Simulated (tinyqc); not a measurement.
## Film and buried-oxide thickness from two coupling ratios

Problem. In a depleted film -dVT/dVb is k1 = Cs Cbox/(Cox (Cs + Cbox)) for a front channel and k2 = Cbox (Cox + Cs)/(Cox Cs) for a back channel, with Cox = eps0 eox/tox, Cs = eps0 eps_r/ts, Cbox = 3.9 eps0/tb. Find ts and tb.

Parameters, values chosen for the exercise; band and dielectric values close to those of silicon:
```
symbol  value  unit                                                                 meaning
eps_r    11.5                                                         relative permittivity
eox      25.7        relative permittivity of the gate insulator (close to zirconium oxide)
tox       3.6    nm                                                     insulator thickness
```

coupling ratios for a front and a back channel: 0.032037176  0.25703410

Solution. With y = Cox/Cs and z = Cox/Cbox, 1/k1 = y + z and k2 = (1 + y)/z, so y = (k2/k1 - 1)/(1 + k2); the thicknesses follow from y and z.

ts = 9.000 nm
tb = 14.00 nm

Program tinyqc, `OMP_NUM_THREADS=1 python tinyqc.py 2190095 2190096 out.jsonl`; Intel Xeon 2.30GHz, shared host, one thread, about 0.4 s.
